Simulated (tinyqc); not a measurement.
From a target wavelength to the width: optical transitions of a finite quantum well. Four cases, with inputs chosen for the exercise.

Problem. Which width puts the e1-hh1 edge, hc/(Eg + e1 + hh1), at the wavelength below?

Each carrier sees a square well of width L with its own depth V and masses m (inside), mb (outside); c = hbar^2/2m0, k = sqrt(m E/c), kappa = sqrt(mb (V - E)/c), and level n solves k L + 2 atan[(k/m)/(kappa/mb)] = n pi. The envelope is cos(kz) for odd n and sin(kz) for even n inside, joins exp(-kappa (|z| - L/2)) outside, and is normalised to 1. Excitons and band mixing are left out.

Constants: hbar^2/2m0 = 3.80998211 eV angstrom^2; hc = 1239.841984 eV nm.

Case 1.

Values chosen (near those of an InGaAs well in InAlAs; not measured data):
- Eg = 0.795 eV (gap of the well)
- Vc = 0.493 eV (conduction offset)
- Vv = 0.191 eV (valence offset)
- me = 0.0421 m0 (electron, well)
- meb = 0.0713 m0 (electron, barrier)
- mh = 0.39 m0 (heavy hole along z, well)
- mhb = 0.428 m0 (heavy hole, barrier)

edge wavelength = 1419.923 nm

Case 2.

Values chosen (near those of a GaAs well in AlGaAs; not measured data):
- Eg = 1.491 eV (gap of the well)
- Vc = 0.235 eV (conduction offset)
- Vv = 0.123 eV (valence offset)
- me = 0.0677 m0 (electron, well)
- meb = 0.0911 m0 (electron, barrier)
- mh = 0.36 m0 (heavy hole along z, well)
- mhb = 0.405 m0 (heavy hole, barrier)

edge wavelength = 819.986 nm

Case 3.

Values chosen (near those of a GaAs well in AlGaAs; not measured data):
- Eg = 1.492 eV (gap of the well)
- Vc = 0.138 eV (conduction offset)
- Vv = 0.077 eV (valence offset)
- me = 0.0655 m0 (electron, well)
- meb = 0.0811 m0 (electron, barrier)
- mh = 0.363 m0 (heavy hole along z, well)
- mhb = 0.405 m0 (heavy hole, barrier)

edge wavelength = 810.668 nm

Case 4.

Values chosen (near those of an InGaAs well in InAlAs; not measured data):
- Eg = 0.805 eV (gap of the well)
- Vc = 0.489 eV (conduction offset)
- Vv = 0.204 eV (valence offset)
- me = 0.0411 m0 (electron, well)
- meb = 0.073 m0 (electron, barrier)
- mh = 0.385 m0 (heavy hole along z, well)
- mhb = 0.423 m0 (heavy hole, barrier)

edge wavelength = 1417.646 nm

Find: e1 + hh1 needed; L; e1; hh1.

Solution. Both confinement energies fall steadily with L, so their sum meets the target once; bisection in L finds it.

Case 1.

e1 + hh1 needed = 78.2 meV
L = 80.0 angstrom
e1 = 67.5 meV
hh1 = 10.7 meV

Case 2.

e1 + hh1 needed = 21.0 meV
L = 144.0 angstrom
e1 = 17.1 meV
hh1 = 3.9 meV

Case 3.

e1 + hh1 needed = 37.4 meV
L = 92.0 angstrom
e1 = 29.8 meV
hh1 = 7.6 meV

Case 4.

e1 + hh1 needed = 69.6 meV
L = 87.0 angstrom
e1 = 60.1 meV
hh1 = 9.4 meV

Computed by tinyqc, one run a case: `OMP_NUM_THREADS=1 python tinyqc.py N N+1 out.jsonl` with N = 1250145, 1250151, 1250161, 1250167; one thread of a shared Intel(R) Xeon(R) Processor @ 2.30GHz, about 0.6 s a run at most.
